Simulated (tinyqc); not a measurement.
Worked calculation: RHF in the 3-21g basis, for He, spin multiplicity 1. One step of it, computed by the program tinyqc.

Question. Iteration 2: building the Fock matrix. J_ij = sum D_kl (ij|kl), K_ij = sum D_kl (ik|jl); F = H + J - 0.5 K; E = tr D H + tr D J / 2 - 0.25 tr D K + E_nn.

D after iteration 1:
```
,1He 1s,1He 2s
1He 1s,0.356200,0.582007
1He 2s,0.582007,0.950960
```

core Hamiltonian H = T + V (hartree):
```
,1He 1s,1He 2s
1He 1s,-1.573565,-1.656343
1He 2s,-1.656343,-1.400640
```

Two-electron integrals (ij|kl) in chemists' order, unique and non-zero (hartree):
```
i,j,k,l,(ij|kl)
1,1,1,1,1.803255
2,1,1,1,0.876507
2,1,2,1,0.452077
2,2,1,1,0.917008
2,2,2,1,0.514678
2,2,2,2,0.698314
```

nuclear repulsion = 0 hartree

Give: Coulomb J; exchange K; Fock matrix F; total energy of this density.

Answer.

Coulomb J (hartree):
```
,1He 1s,1He 2s
1He 1s,2.5346,1.3279
1He 2s,1.3279,1.5898
```

exchange K (hartree):
```
,1He 1s,1He 2s
1He 1s,2.0925,1.5985
1He 2s,1.5985,1.4242
```

Fock matrix F (hartree):
```
,1He 1s,1He 2s
1He 1s,-0.0852,-1.1277
1He 2s,-1.1277,-0.5229
```

total energy of this density = -2.830379 hartree
